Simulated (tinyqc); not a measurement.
The best anneal temperature for the time t: solubility, supersaturation, precipitation and gettering of an impurity in a silicon-like host. Computed by tinyqc, a small Python program. Command: `OMP_NUM_THREADS=1 python tinyqc.py 3020024 3020025 out.jsonl ripen walk`. One thread of a shared host (Intel(R) Xeon(R) Processor @ 2.30GHz), about 0.01 s of CPU time with the checks.

The wafer was saturated at T1 and is then held at T.

Inputs (values chosen for the exercise, modelled on nickel in silicon):
```
quantity,value,unit
site density N0,5e+22,1/cm^3
enthalpy of solution H,1.72,eV
entropy of solution S,3.2,k_B
diffusion prefactor D0,0.0016,cm^2/s
migration energy Q,0.477,eV
temperature of saturation T1,1275,K
anneal temperature T,1060,K
sink density n,2.7e+08,1/cm^3
initial sink radius r0,17,nm
impurity density in the precipitate C_p,5.1e+22,1/cm^3
interface energy gamma,0.77,J/m^2
anneal time t,2.5,s
```

Constants: k_B = 8.617333262e-05 eV/K; k_B = 1.380649e-23 J/K.

Method:
- C_eq(T) = N0 exp(S/k_B - H/(k_B T)); D(T) = D0 exp(-Q/(k_B T)); C0 = C_eq(T1). Supersaturation s = C0/C_eq(T); critical radius r* = 2 gamma/(C_p k_B T ln s); barrier W* = (4 pi/3) gamma r*^2. Strain energy is left out.
- r_f = [r0^3 + 3 (C0 - C_eq)/(4 pi n C_p)]^(1/3), tau_f = 1/(4 pi n r_f D).
- Growing sinks: with y = r/r_f and y0 = r0/r_f, dy/dt = (1 - y^3)/(3 tau_f y), which integrates to t/tau_f = F(y) - F(y0), F(y) = (1/2) ln[(1 + y + y^2)/(1 - y)^2] - sqrt(3) arctan[(2y + 1)/sqrt(3)]; the share of the excess left is (1 - y^3)/(1 - y0^3), and C(t) = C_eq + (C0 - C_eq) x share.

C0 = 1.94963e+17 1/cm^3

Dissolved share after t:
```
T (K),C_eq/C0,tau_f (s),C(t)/C0
574,4.9772e-09,189.19,0.99827
663,5.2993e-07,51.84,0.99196
765,2.9342e-05,17.03,0.96538
867,6.3181e-04,7.27,0.89034
969,7.1289e-03,3.72,0.74117
1071,5.0699e-02,2.19,0.55249
1160,2.1183e-01,1.57,0.49823
1224,5.2086e-01,1.44,0.67404
```

The lowest dissolved share among these rows is 0.50 at 1160 K. Above it solubility sets the floor; below it diffusion is too slow for this time. Solubility falls with H = 1.72 eV and diffusion with Q = 0.477 eV.

Extremes, crossings and ranges named in words are read from the listed rows.
